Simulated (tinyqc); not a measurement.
Worked calculation: global model of a low-pressure process discharge: electron temperature, density, ion flux and ion energy. Computed by tinyqc, a small Python program that keeps every step. Command: `OMP_NUM_THREADS=1 python tinyqc.py 3110389 3110390 out.jsonl plasma walk`. One thread of a shared host (Intel(R) Xeon(R) Processor @ 2.30GHz), about 0.01 s of CPU time with the checks. Intermediate numbers are printed to about 6 digits and carried at full precision; extremes and crossings named in words are read from the listed rows.

Maxwellian electrons with temperature T_e in eV, one positive ion, no negative ions, uniform bulk density n; rate constants have the Arrhenius form.

Inputs (values chosen for the exercise, of the order of those of an inductive discharge in a simple atomic gas):
```
quantity                          value   unit
ion mass M                           40      u
ionisation prefactor K0         3.1e-14  m^3/s
ionisation energy E_iz             12.1     eV
excitation prefactor X0           9e-15  m^3/s
excitation energy E_ex             11.5     eV
elastic rate constant K_el        7e-14  m^3/s
ion-neutral cross section       8.4e-19    m^2
pressure p                          1.6     Pa
gas temperature T_g                 400      K
radius R                             19     cm
height L                             12     cm
absorbed power P                    680      W
bias power P_b                       24      W
radius of the biased electrode        5     cm
bias frequency                    13.56    MHz
mixing                              0.4      -
```

Constants: k_B = 1.380649e-23 J/K; e = 1.602176634e-19 C; u = 1.6605390666e-27 kg; m_0 = 9.1093837015e-31 kg; eps_0 = 8.8541878128e-12 F/m.

## Geometry factors

n_g = p/(k_B T_g); lambda_i = 1/(n_g sigma); h_L = 0.86/sqrt(3 + L/(2 lambda_i)), h_R = 0.8/sqrt(4 + R/lambda_i); A_eff = 2 pi R^2 h_L + 2 pi R L h_R; d_eff = pi R^2 L/A_eff.

gas density n_g = 2.89719e+20 1/m^3

ion mean free path = 0.410907 cm

h_L = 0.204984

h_R = 0.112868

A_eff = 626.641 cm^2

d_eff = 21.7180 cm

## A fixed-point cycle for T_e

Particle balance: K0 exp(-E_iz/T_e) n_g d_eff = u_B, u_B = sqrt(e T_e/M). Cycle: T_out = T sqrt(loss/creation) with loss/creation = u_B/(K0 exp(-E_iz/T) n_g d_eff); T -> T + mixing (T_out - T), kept between 0.3 and 60 eV, from 3 eV; stop at |T_out - T| < 1e-9 eV or after 60 steps.

Course:
```
step   T (eV)  T_out (eV)  residual (eV)
0     3.00000     0.83705   -2.16295e+00
1     2.13482     1.23879   -8.96030e-01
2     1.77641     1.74401   -3.24004e-02
3     1.76345     1.77192    8.47019e-03
4     1.76684     1.76453   -2.30826e-03
5     1.76591     1.76653    6.22361e-04
6     1.76616     1.76599   -1.68294e-04
...       ...         ...            ...
10    1.76611     1.76611   -8.97515e-07
11    1.76611     1.76611    2.42548e-07
12    1.76611     1.76611   -6.55475e-08
13    1.76611     1.76611    1.77139e-08
14    1.76611     1.76611   -4.78708e-09
15    1.76611     1.76611    1.29369e-09
16    1.76611     1.76611   -3.49611e-10
```

last residual = 3.49611e-10 eV

Converged in 17 steps.

## Electron temperature

Root found by bracketing.

T_e = 1.76611 eV

Bohm velocity u_B = 2064.00 m/s

K_iz = 3.28029e-17 m^3/s

## Energy per pair and density

E_c = E_iz + (X0 exp(-E_ex/T_e) E_ex + K_el (3 m_0/M) T_e)/K_iz; wall potential V_s = (T_e/2) ln(M/(2 pi m_0)); E_T = E_c + 2 T_e + T_e/2 + V_s; n = P/(e u_B A_eff E_T); ion current density J = e h_L n u_B; ionised share n/n_g.

collisional loss per pair E_c = 16.9445 eV

wall potential V_s = 8.26466 V

E_T = 29.6244 eV

plasma density n = 1.10770e+12 1/cm^3

ion current density J = 7.50862 mA/cm^2

ionised share = 0.00382335

Collisions take 57 % of the power and the walls the rest. T_e came from the particle balance alone; the power sets only n.

## Biased electrode

All bias power goes to ions: V_b = P_b/(J pi r^2). Debye length at the sheath edge lambda_D = sqrt(eps_0 T_e/(e h_L n)); Child-law sheath s = (sqrt2/3) lambda_D (2 V/T_e)^(3/4), V = V_b + V_s; ion transit time tau_i = 3 s sqrt(M/(2 e V)); collisions in the sheath s/lambda_i.

bias voltage V_b = 40.6969 V

lambda_D = 20.7328 micrometre

sheath width s = 0.198588 mm

ion transit time = 38.7642 ns

transit time over bias period = 0.525642

s/lambda_i = 0.0483291

The sheath is nearly free of collisions.

## Pressure series at fixed power

n_g = p/(k_B T_g), lambda_i = 1/(n_g sigma), K_iz = K0 exp(-E_iz/T_e), h_L = 0.86/sqrt(3 + L/(2 lambda_i)), h_R = 0.8/sqrt(4 + R/lambda_i), A_eff = 2 pi R^2 h_L + 2 pi R L h_R and d_eff = pi R^2 L/A_eff follow p. E_c = E_iz + (X0 exp(-E_ex/T_e) E_ex + K_el (3 m_0/M) T_e)/K_iz; E_T = E_c + (5/2) T_e + (T_e/2) ln(M/(2 pi m_0)); n = P/(e u_B A_eff E_T); J = e h_L n u_B. Pressures without a root below 2 E_iz are left out.

Against pressure:
```
p (Pa)  T_e (eV)  E_c (eV)  E_T (eV)   n (1/cm^3)  J (mA/cm^2)
0.1      4.30043   15.9453   46.8206  1.97818e+11      4.43811
0.2      3.20075   16.1401   39.1202  3.11244e+11      5.42472
0.5      2.37396   16.4348   33.4789  5.42731e+11      6.50701
1.0      1.97296   16.7098   30.8749  8.29145e+11      7.15711
2.0      1.68160   17.0785   29.1517  1.27062e+12      7.64867
5.0      1.40333   17.9441   28.0194  2.20269e+12      8.00731
10.0     1.24640   19.4076   28.3563  3.22249e+12      7.92983
20.0     1.12101   22.8758   30.9242  4.37620e+12      7.27970
```

T_e falls from 4.30 to 1.12 eV, n changes by a factor 22.1 and J by 1.64; in J = P h_L/(A_eff E_T), E_T changes by a factor 0.66 and is least at 5 Pa, between wall losses at high T_e and excitation losses at low T_e.

Checks made by the program: cycle against bracketing (relative difference below 1e-10).
